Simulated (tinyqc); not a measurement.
Inside a calculation: plasmons of a degenerate electron gas in the random-phase approximation. Values are carried at full precision from step to step, so a last printed digit may differ when a step is redone from the rounded ones.

Zero temperature, parabolic band: kF = (3 pi^2 n)^(1/3), EF = c kF^2/m, Ep^2 = 8 pi c e2 n/(m eb), qTF^2 = 6 pi e2 n/(eb EF), c = hbar^2/2m0, e2 = e^2/(4 pi eps0), n in 1/angstrom^3 (1e-24 per 1/cm^3).

Constants: hbar^2/2m0 = 3.80998211 eV angstrom^2; e^2/(4 pi eps0) = 14.39964547 eV angstrom; a0 (Bohr radius) = 0.5291772105 angstrom.

Parameters, chosen for this exercise (a free-electron density near that of Al; shifted at random, so the results belong to these values and not to a real crystal): n = 1.79e+23 1/cm^3 (electron density); m = 1 m0 (mass); eb = 1 (background dielectric constant); q = 0.497 1/angstrom (wave vector); E = 15.1 eV (energy transfer); qp = 1.04 1/angstrom (wave vector of the plasmon).

## Scales of the gas

Also rs = (3/(4 pi n))^(1/3) m/(a0 eb).

kF = 1.7435 1/angstrom
EF = 11.582 eV
Ep = 15.710 eV
qTF = 2.0482 1/angstrom
hbar vF = 13.285 eV angstrom
rs = 2.080

Ep/EF = 1.356. With rs above 1 exchange and correlation, left out here, lower the dispersion noticeably.

## The dielectric function at one point

Lindhard function: eps(q, E)/eb = 1 + (qTF/q)^2 (f1 + i f2) with z = q/(2 kF), u = E/(hbar vF q), hbar vF = 2 c kF/m; f1 = 1/2 + [h(z - u) + h(z + u)]/(8 z), h(x) = (1 - x^2) ln|(x + 1)/(x - 1)|; f2 = pi u/2 for z + u < 1, (pi/(8 z))(1 - (z - u)^2) for |z - u| < 1 < z + u, else 0. Pairs exist for c (q^2 - 2 q kF)/m < E < c (q^2 + 2 q kF)/m.

Give also the loss function Im(-eb/eps).

z, u: 0.1425  2.2869

f1, f2: -0.0726  0.0000

eps/eb = -0.233
loss function = 0.000

The point lies outside the pair continuum: eps is real, and there is loss only on the plasmon line eps = 0.

## The plasmon at one wave vector

Solve f1 (qTF/q)^2 = -1 above the continuum, and compare with E^2 = Ep^2 + (3/5)(hbar vF q)^2 + (c q^2/m)^2.

top of the continuum = 17.94 eV
plasmon energy = 20.05 eV
short formula = 19.45 eV

The plasmon lies 2.108 eV above the continuum and 27.6 % above Ep; the short formula errs by -2.97 %.

## Where Landau damping starts

Find qc at which the plasmon meets the top of the continuum, eps(qc, c (qc^2 + 2 qc kF)/m) = 0, and compare with Ep/(hbar vF).

qc = 1.290 1/angstrom
qc/kF = 0.740
energy there = 23.48 eV
Ep/(hbar vF) = 1.183 1/angstrom

The simple estimate is 0.917 times qc.

## Checks

- F-sum of the loss function at q = 1.3 qc over (pi/2) Ep^2 against 1: both 1.00.
- f1 at E = 0 and z = 0.6 against the static Lindhard function: both 0.86968.

(tinyqc, `OMP_NUM_THREADS=1 python tinyqc.py 1650420 1650421 out.jsonl`, Intel(R) Xeon(R) Processor @ 2.30GHz, 1 thread, shared host, about 0.01 s.)
